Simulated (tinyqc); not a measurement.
Gas flow in a process chamber: flow regimes, conductance, effective pumping speed, pump-down, outgassing and purge: one step, computed by the program tinyqc. Command: `OMP_NUM_THREADS=1 python tinyqc.py 3120816 3120817 out.jsonl pump walk`. One thread of a shared host (Intel(R) Xeon(R) Processor @ 2.30GHz), about 0.06 s of CPU time with the checks.

Ideal gas, isothermal flow, a pump of constant speed at the end of a round pipe; process gas, volume gas and outgassing are given the same properties. 1 sccm = 101325 Pa x 1e-6 m^3/60 s x T/273.15 K.

Question. Purging a well-mixed chamber. With steady flow a contaminant decays as exp(-t/residence time); gas used = flow x time.

Inputs (values chosen for the exercise, modelled on oxygen near room temperature): temperature T = 293 K; process gas flow = 150 sccm.

residence time = 0.009432191 s

Give: time to dilute 1e3 times; time to dilute 1e6 times; gas used for 1e6.

Answer.

time to dilute 1e3 times = 0.06516 s

time to dilute 1e6 times = 0.1303 s

gas used for 1e6 = 0.3258 standard cm^3
